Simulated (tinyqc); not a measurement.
Where the wafer is too thin: surface photovoltage measurement of the minority-carrier diffusion length in a wafer. Computed by tinyqc, a small Python program. Command: `OMP_NUM_THREADS=1 python tinyqc.py 3130279 3130280 out.jsonl spv walk`. One thread of a shared host (Intel(R) Xeon(R) Processor @ 2.30GHz), about 0.01 s of CPU time with the checks.

Low injection, steady light, a depletion layer much thinner than 1/alpha and L. The excess density dn is taken at the front edge of the neutral region; light that reaches the back is lost.

Inputs (values chosen for the exercise, modelled on p-type silicon at room temperature):

| quantity | value | unit |
|---|---|---|
| wafer thickness W | 300 | micrometre |
| diffusivity D | 26.3 | cm^2/s |
| front recombination velocity S_f | 1800 | cm/s |
| back recombination velocity S_b | 110000 | cm/s |
| photon flux entering | 1e+11 | 1/(cm^2 s) |

Method:
- alpha = (84.732/lambda - 76.417)^2 per cm with lambda in micrometre (an empirical fit for silicon between 0.7 and 1.05 micrometre).
- Thick wafer: dn = Phi L/((S_f + D/L)(L + 1/alpha)). Finite wafer, with s = S_b L/D, w = W/L, a = alpha L: dn = [Phi a/(a^2 - 1)] [a - B - exp(-alpha W)(a - s)/(cosh w + s sinh w)]/(S_f + B D/L), B = (sinh w + s cosh w)/(cosh w + s sinh w).
- Readings y = (Phi/dn) (1 + noise x g) at 780, 830, 880, 920, 950, 975 and 995 nm; a least-squares line y = c (1/alpha + L_app) gives L_app = intercept/slope.
- No noise; L is varied at fixed W, and the last two columns set S_b to 0 and to 1e7 cm/s.

Apparent length (micrometre):

| L | W/L | given S_b | S_b = 0 | S_b = 1e7 |
|---|---|---|---|---|
| 15 | 20.000 | 15.00 | 15.00 | 15.00 |
| 30 | 10.000 | 30.00 | 30.00 | 30.00 |
| 60 | 5.000 | 59.72 | 60.12 | 59.70 |
| 90 | 3.333 | 87.24 | 91.49 | 87.13 |
| 150 | 2.000 | 128.26 | 163.54 | 127.75 |
| 240 | 1.250 | 159.86 | 292.81 | 158.78 |
| 390 | 0.769 | 179.13 | 510.88 | 177.59 |
| 630 | 0.476 | 188.00 | 759.67 | 186.22 |
| 1200 | 0.250 | 192.36 | 993.41 | 190.45 |

What does the comparison show, and why?

With a fast back surface L_app levels off, at 190 micrometre in the last row; with a passive one it reaches up to 1.31 times L among these rows and is 993 in the last. All three columns are within 5 % of L down to W/L = 3.3.

Extremes, crossings and ranges named in words are read from the listed rows.
